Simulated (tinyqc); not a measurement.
# Undoped gate-all-around wire MOSFET, analytic charge model: two studies

An undoped round wire of radius R under an insulator shell and a surrounding gate; long channel, electrons only, n = ni exp((psi - V)/Vt) with V the quasi-Fermi potential (0 at the source, Vd at the drain), constant mobility, no quantisation. The radial Poisson equation gives n(r) = n(0)/(1 - (1 - b) r^2/R^2)^2 with b = Q0/(Q + Q0). Q is the electron charge per area of the wire surface.

Inputs (values chosen for the exercise); material values close to those of silicon: temperature T = 300 K; band gap Eg = 1.14 eV; relative permittivity of the semiconductor eps_r = 11.8; conduction-band density of states at T Nc = 2.85e19 cm^-3; valence-band density of states at T Nv = 2.63e19 cm^-3; relative permittivity of the gate insulator eox = 7.62; insulator thickness tox = 1.5 nm; wire radius R = 8 nm; gate work function less that of the intrinsic body dphi = 0.05 V; channel mobility mu = 450 cm^2/(V s); gate length L = 0.2 um; drain voltage Vd = 0.3 V.

Constants: q = 1.602176634e-19 C, kB = 1.380649e-23 J/K, Vt = kB T/q, eps0 = 8.8541878128e-14 F/cm where lengths are in cm. Results are converted to the units shown.

Each table varies one quantity; the others keep the values above.

## Effect of the gate work function less that of the intrinsic body

ni = sqrt(Nc Nv) exp(-Eg/(2 Vt)), Eg in volts; Cox = eps0 eox/(R ln(1 + tox/R)); Q0 = 4 eps0 eps_r Vt/R; V0 = dphi + Vt ln[8 eps0 eps_r Vt/(q ni R^2)]. Q solves Vg - V0 - V = Q/Cox + Vt ln(Q/Q0) + Vt ln(1 + Q/Q0). I = mu (2 pi R/L)[2 Vt (Qs - Qd) + (Qs^2 - Qd^2)/(2 Cox) + Vt Q0 ln((Qd + Q0)/(Qs + Q0))], with Qs at V = 0 and Qd at V = Vd.  I(low) is taken at Vg = 0.3 V, Qs and I(high) at Vg = 1.05 V.

Effect of the gate work function less that of the intrinsic body:

| dphi (V) | V0 (V) | I(low) (nA) | Qs(high) (nC/cm^2) | I(high) (uA) |
|---|---|---|---|---|
| -0.1 | 0.4037 | 7.020 | 2431 | 60.31 |
| -0.05 | 0.4537 | 1.031 | 2210 | 53.09 |
| 0 | 0.5037 | 0.1493 | 1990 | 46.01 |
| 0.05 | 0.5537 | 0.02159 | 1773 | 39.11 |
| 0.1 | 0.6037 | 0.003122 | 1559 | 32.43 |
| 0.15 | 0.6537 | 4.513e-4 | 1349 | 26.07 |
| 0.2 | 0.7037 | 6.523e-5 | 1143 | 20.12 |

What does the comparison show?

As dphi goes from -0.1 to 0.2 V, I(low) falls from 7.02 to 6.52e-5 nA and I(high) falls from 60.3 to 20.1 uA. V0 rises from 0.404 to 0.704 V. In every row the surface density at the source at the higher gate voltage passes 0.3 Nc, where Boltzmann statistics fail. In every row mu V/L at the higher gate voltage, with V the smaller of Vd and Vg - V0, passes 3e6 cm/s, so velocity saturation would lower the current.

## Output curve

Same model as above.

I = mu (2 pi R/L)[2 Vt (Qs - Qd) + (Qs^2 - Qd^2)/(2 Cox) + Vt Q0 ln((Qd + Q0)/(Qs + Q0))], with Qs at V = 0 and Qd at V = Vd.

In this table Vg = 1.27 V.

Output curve:

| Vd (V) | Qd (nC/cm^2) | Qd/Qs | I (uA) |
|---|---|---|---|
| 0.14 | 2121 | 0.7729 | 38.51 |
| 0.27 | 1559 | 0.5680 | 65.54 |
| 0.39 | 1063 | 0.3871 | 83.30 |
| 0.52 | 570.7 | 0.2079 | 95.23 |
| 0.64 | 204.7 | 0.07456 | 100.3 |
| 0.77 | 13.77 | 0.005017 | 101.6 |
| 0.9 | 0.1106 | 4.028e-5 | 101.7 |
| 1.02 | 0.001068 | 3.890e-7 | 101.7 |
| 1.15 | 6.991e-6 | 2.547e-9 | 101.7 |

The current rises from 38.5 to 102 uA, while the charge at the drain end falls from 0.77 to 2.5e-9 of that at the source. The current first comes within 1 % of its last value at Vd = 0.77 V among the rows. Over the last rows Qd falls by a factor of e for each Vt of drain voltage: the drain end is in weak inversion. In every row the surface density at the source passes 0.3 Nc, where Boltzmann statistics fail. In every row mu V/L, with V the smaller of Vd and Vg - V0, passes 3e6 cm/s, so velocity saturation would lower the current.

tinyqc, about 0.04 s, one thread, Intel Xeon 2.30GHz (shared host): `OMP_NUM_THREADS=1 python tinyqc.py 2460127 2460128 out.jsonl`
